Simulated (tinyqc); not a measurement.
Full law against its linear and parabolic limits: Deal-Grove kinetics of thermal oxidation of silicon. Computed by tinyqc, a small Python program. Command: `OMP_NUM_THREADS=1 python tinyqc.py 3021187 3021188 out.jsonl oxide walk`. One thread of a shared host (Intel(R) Xeon(R) Processor @ 2.30GHz), about 0.02 s of CPU time with the checks.

Oxidant diffuses through the oxide and reacts at the interface, so that dx/dt = B/(A + 2x) for the oxide thickness x.

Inputs (values chosen for the exercise, close to those used for silicon):
```
quantity,value,unit
prefactor B0,874,um^2/h
activation energy E_B,1.22,eV
prefactor (B/A)0,6.38e+06,um/h
activation energy E_A,2.01,eV
temperature T,1200,C
oxidant pressure p,1,atm
pressure exponent m of B/A,0.72,-
initial oxide x_i,0.01,um
time t,1.9,h
```

Ambient: dry oxygen. Surface: (111).

Constants: k_B = 8.617333262e-05 eV/K.

Method:
- B = B0 p exp(-E_B/(k_B T)), B/A = (B/A)0 p^m exp(-E_A/(k_B T)), p in atm; A = B/(B/A).
- Temperatures in kelvin are T(C) + 273.15.
- tau = (x_i^2 + A x_i)/B and x = (A/2) [sqrt(1 + 4 B (t + tau)/A^2) - 1], the root of x^2 + A x = B (t + tau).
- Silicon consumed is 0.44 times the oxide grown; the rate is B/(A + 2x).
- Linear limit x = (B/A)(t + tau); parabolic limit x = sqrt(B (t + tau)).

tau = 0.0134985 h

length A = 0.0690799 um

parabolic constant B = 0.0585844 um^2/h

linear constant B/A = 0.848068 um/h

Thickness (um):
```
t (h),full,linear limit,parabolic limit,2x/A
0.05,0.0356,5.3851e-02,0.0610,1.029
0.1,0.0540,9.6254e-02,0.0815,1.564
0.25,0.0944,2.2346e-01,0.1242,2.734
0.5,0.1423,4.3548e-01,0.1734,4.120
1,0.2116,8.5952e-01,0.2437,6.125
2,0.3106,1.7076e+00,0.3435,8.994
4,0.4516,3.4037e+00,0.4849,13.074
8,0.6515,6.7960e+00,0.6852,18.862
16,0.9347,1.3581e+01,0.9686,27.060
32,1.3354,2.7150e+01,1.3695,38.662
```

What follows from these numbers?

Both limits lie above the full result, since each drops one resistance. The linear law overshoots by 51 % in the first row and 1900 % in the last, the parabolic law by 72 % and 2.6 %. The better limit switches between 0.05 and 0.1 h; both give the same value where B (t + tau) = A^2, at 2x/A = sqrt5 - 1 = 1.24. Caution: dry oxides grow faster than Deal-Grove predicts below about 0.03 um, so a start from a thinner film underestimates the thickness (a common remedy is x_i = 0.025 um).

Extremes, crossings and ranges named in words are read from the listed rows.
